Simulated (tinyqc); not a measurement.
Inversion-layer mobility, back-scattering and ballistic limit of a field-effect transistor: one step, computed by the program tinyqc.

The charge at the top of the source barrier is fixed by the gate; series resistance and short-channel effects are left out. F_j are Fermi integrals normalised to exp(eta) in the classical limit.

Question. Ballistic limit. F_j(eta) = (1/Gamma(j + 1)) int_0^infinity x^j/(1 + exp(x - eta)) dx, F_0 = ln(1 + exp(eta)). Integrals over x = E/(k_B T) use 160 Gauss-Legendre points in u = sqrt(x) from 0 to sqrt(max(eta, 0) + 32). Ballistic channel: N_2D = g_v m k_B T/(pi hbar^2), U = e V_D/(k_B T); eta_F solves N_inv = (N_2D/2)[F_0(eta_F) + F_0(eta_F - U)]; v_T = sqrt(2 k_B T/(pi m)); I/W = e (N_2D/2) v_T [F_1/2(eta_F) - F_1/2(eta_F - U)]; injection velocity v_T F_1/2(eta_F)/F_0(eta_F).

Inputs (values chosen for the exercise, modelled on a 4H-SiC n-channel):
```
quantity               value  unit
transport mass m         0.3   m_0
valley degeneracy g_v      3     -
drain voltage V_D       0.67     V
temperature T            300     K
```

Statistics at the top of the barrier: Fermi-Dirac.

inversion density N_inv = 6.263772e+12 1/cm^2

Constants: m_0 = 9.1093837015e-31 kg; k_B = 1.380649e-23 J/K; hbar = 1.054571817e-34 J s; k_B = 8.617333262e-05 eV/K; e = 1.602176634e-19 C.

Give: N_2D; eta_F; thermal velocity v_T; injection velocity; ballistic current I/W.

Answer.

N_2D = 9.719e+12 1/cm^2

eta_F = 0.9666

thermal velocity v_T = 0.9823 1e7 cm/s

injection velocity = 1.175 1e7 cm/s

ballistic current I/W = 1179 microampere/micrometre

Degeneracy raises the injection velocity by a factor 1.20.
